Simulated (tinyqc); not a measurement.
# From drift mobility mu back to acoustic deformation potential D_A

Model: mobility of a non-polar semiconductor in the relaxation-time approximation. Computed by tinyqc, a small Python program. Command: `OMP_NUM_THREADS=1 python tinyqc.py 3021089 3021090 out.jsonl rta inv`. One thread of a shared host (Intel(R) Xeon(R) Processor @ 2.30GHz), about 0.04 s of CPU time with the checks.

Each valley is treated as a sphere of mass m_d for states and rates, with one isotropic relaxation time; the conductivity mass m_c sets the current.

Inputs (values chosen for the exercise, modelled on electrons in silicon):
```
quantity                                            value       unit
longitudinal mass m_l                               0.919        m_0
transverse mass m_t                                 0.188        m_0
equivalent valleys Z                                    6          -
non-parabolicity alpha                               0.46       1/eV
static permittivity eps_s                            11.7          -
density rho                                          2329     kg/m^3
sound velocity v_l                                   8880        m/s
phonon energy hbar w                                   62        meV
optical or intervalley deformation potential D_o      4.5  1e8 eV/cm
final valleys Z_f                                       5          -
carrier density n                                 6.6e+14     1/cm^3
compensation ratio C                                    0          -
temperature T                                         150          K
alloy fraction x                                     0.25          -
alloy potential U                                     1.2         eV
lattice constant a                                   5.51   angstrom
```

Band: Kane. Impurity formula: Conwell-Weisskopf. Further scattering: alloy.

Constants: k_B = 8.617333262e-05 eV/K; m_0 = 9.1093837015e-31 kg; e = 1.602176634e-19 C; hbar = 1.054571817e-34 J s; eps_0 = 8.8541878128e-12 F/m; k_B = 1.380649e-23 J/K; hbar = 6.582119569e-16 eV s.

Method:
- m_d = (m_l m_t^2)^(1/3); 1/m_c = (1/m_l + 2/m_t)/3; Hall mass factor A = 3 K_m (K_m + 2)/(2 K_m + 1)^2, K_m = m_l/m_t; N_I = n (1 + C)/(1 - C).
- Kane band: hbar^2 k^2/(2 m) = E (1 + alpha E), speed v = hbar k/(m (1 + 2 alpha E)), states per spin, volume and energy g(E) = m k (1 + 2 alpha E)/(2 pi^2 hbar^2); overlap factors are set to 1. Here m = m_d. Masses are multiplied by m_0 and all formulas are in SI units.
- The reduced Fermi level eta = E_F/(k_B T) solves n = 2 Z int g f dE with f = 1/(1 + exp(x - eta)) (Z = 1 unless valleys are given); screening length L_s = sqrt(eps_s eps_0 k_B T/(e^2 dn/deta)), dn/deta = 2 Z int g f (1 - f) dE.
- Integrals over x = E/(k_B T) use 160 Gauss-Legendre points in u = sqrt(x) from 0 to sqrt(max(eta, 0) + 32).
- Phonon occupation N_q = 1/(exp(hbar w/(k_B T)) - 1).
- Acoustic deformation potential (elastic, equipartition, absorption and emission together): 1/tau = 2 pi k_B T D_A^2 g(E)/(hbar rho v_l^2).
- Optical or intervalley deformation potential: 1/tau = (pi Z_f D_o^2/(rho w)) [N_q g(E + hbar w) + (N_q + 1) g(E - hbar w)], with g = 0 below the band edge.
- Each optical term is multiplied by (1 - f(E'))/(1 - f(E)), E' the final energy, for Pauli blocking.
- Singly charged impurities, momentum relaxation: 1/tau = N_I e^4 m (1 + 2 alpha E) Phi/(8 pi (eps_s eps_0)^2 hbar^3 k^3), with alpha = 0 for a parabolic band.
- Conwell-Weisskopf: Phi = ln(1 + y^2), y = 4 pi eps_s eps_0 E N_I^(-1/3)/e^2 (largest impact parameter N_I^(-1/3)/2).
- Alloy disorder: 1/tau = (2 pi/hbar) Omega x (1 - x) U^2 g(E), Omega = a^3/4 (other conventions for Omega rescale U).
- mu = (m_d/m_c) (2 Z e/(3 n k_B T)) int g v^2 tau f (1 - f) dE.
- Averages over x are split at the emission threshold x_0 = hbar w/(k_B T): 64 Gauss-Legendre points in sqrt(x) below it and 128 in sqrt(x - x_0) above it, up to x = max(eta, 0) + 32.
- Rates are added at each energy before the average. With <y> = int g v^2 y f (1 - f) dE: Hall factor r_H = A (3 n k_B T/(2 Z m_d)) <tau^2/(1 + 2 alpha E)>/<tau>^2 (alpha = 0 for a parabolic band); Hall mobility r_H mu; |S| = (k_B/e) (<x tau>/<tau> - eta); resistivity 1/(n e mu).

Question. A run gave the result below. Find the acoustic deformation potential D_A, known to lie between 5.7 and 15 eV.

drift mobility mu = 595.1742 cm^2/(V s)

Answer.

Each step takes the trial c = (a f_b - b f_a)/(f_b - f_a), f being the result less the target and a, b, c the logarithms of the listed values; c replaces end b, the old b replaces a if the sign of f changed, and otherwise f_a is halved.

Scan of the range:
```
acoustic deformation potential D_A (eV)  drift mobility mu (cm^2/(V s))
5.70                                                            619.428
6.70                                                            612.195
7.87                                                            602.522
9.25                                                            589.610
10.90                                                           572.351
12.80                                                           550.525
15.00                                                           523.416
```

False position (Illinois rule, in the logarithm of the input) inside the bracket:
```
step    end a    end b    trial  drift mobility mu (cm^2/(V s))
1     7.87000  9.25000  8.62788                         595.619
2     9.25000  8.62788  8.67245                         595.198
3     9.25000  8.67245  8.67726                         595.153
4     8.67245  8.67726  8.67500                         595.174
5     8.67726  8.67500  8.67500                         595.174
```

Drift mobility mu falls at every point of a 13-point scan of the range (every second point is shown), so one value fits; it is bracketed by 7.87 and 9.25. Answer: acoustic deformation potential D_A = 8.675 eV.
